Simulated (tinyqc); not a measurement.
# Changing the phonon damping

Model: single-oscillator infrared dielectric function of a polar cubic crystal. Computed by tinyqc, a small Python program. Command: `OMP_NUM_THREADS=1 python tinyqc.py 3017298 3017299 out.jsonl infrared sweep`. One thread of a shared host (Intel(R) Xeon(R) Processor @ 2.30GHz), about 0.01 s of CPU time with the checks.

One ion pair, charges +Z* and -Z*, in a cell of volume Omega = a^3/4. Frequencies omega are given as wavenumbers (1/cm); eps_s is the static dielectric constant.

Inputs (values chosen for the exercise, for a model crystal):
```
quantity                      value        unit
lattice constant a             5.58    angstrom
mass M_A                       59.3           u
mass M_B                        120           u
omega_TO                        290        1/cm
Born charge Z*                 2.02           e
eps_inf                          12           -
probe frequency / omega_TO     1.05           -
carrier density N           4.4e+17      1/cm^3
carrier mass m*               0.088         m_0
carrier mobility                750  cm^2/(V s)
```

Structure: rock salt. Free carriers: present.

Constants: nu for 1 eV/(angstrom^2 u) = 15.6333042 THz; 1 THz = 33.35640952 1/cm; e^2/(4 pi eps_0) = 14.39964548 eV angstrom; e = 1.602176634e-19 C; eps_0 = 8.8541878128e-12 F/m; m_0 = 9.1093837015e-31 kg; c = 299792458 m/s.

Method:
- mu = M_A M_B/(M_A + M_B); ionic plasma term W^2 = 4 pi Z*^2 (e^2/(4 pi eps_0))/(Omega mu) in eV/(angstrom^2 u), turned into 1/cm by W = 15.6333042 x 33.35640952 x sqrt(W^2); omega_LO^2 = omega_TO^2 + W^2/eps_inf; eps_s = eps_inf + W^2/omega_TO^2; Szigeti charge 3 Z*/(eps_inf + 2); longitudinal (Callen) charge Z*/eps_inf.
- omega_p^2 = N e^2/(eps_0 eps_inf m*), gamma_p = e/(m* x mobility), both divided by 2 pi c (c in cm/s) to give 1/cm. m* is held constant, though in narrow-gap crystals it rises with N at high doping.
- eps(omega) = eps_inf + W^2/(omega_TO^2 - omega^2 - i gamma omega) - eps_inf omega_p^2/(omega^2 + i gamma_p omega); n + i k = sqrt(eps) with k >= 0; R = |(n + i k - 1)/(n + i k + 1)|^2 at normal incidence from vacuum.
- omega is the probe ratio times omega_TO. Intensity decays over 1/(4 pi omega k); the loss function is Im(-1/eps).

One run for each value:
```
phonon damping gamma (1/cm)  reflectivity R       k       n  Im eps  penetration depth of the intensity (micrometre)
0.58                                0.77063  2.3839  0.4457  2.1250                                           1.0963
1.20                                0.74672  2.3920  0.5059  2.4201                                           1.0926
2.40                                0.70453  2.4040  0.6210  2.9856                                           1.0871
5.00                                0.62882  2.4135  0.8624  4.1626                                           1.0828
10.00                               0.52697  2.3742  1.2829  6.0917                                           1.1007
21.00                               0.40980  2.1256  1.9556  8.3136                                           1.2295
43.00                               0.32471  1.5856  2.5397  8.0540                                           1.6482
87.00                               0.27814  1.0418  2.7952  5.8240                                           2.5086
```

What does the table show, and why?

Over the rows, reflectivity R falls from 0.771 to 0.278 (exponent d ln y / d ln x -0.043 between the first rows and -0.22 between the last); k goes from 2.38 through a maximum among these rows, 2.41 at 5.00, to 1.04; n rises from 0.446 to 2.80 (exponent d ln y / d ln x 0.17 between the first rows and 0.14 between the last). Away from the resonance the phonon part of Im eps is proportional to gamma; inside a band of negative Re eps damping lets energy in and lowers R.

Caution (all rows): gamma_p is not small against omega_p, so the plasmon is strongly damped and a plasmon-like coupled mode marks no sharp feature.

Extremes, crossings and ranges named in words are read from the listed rows.
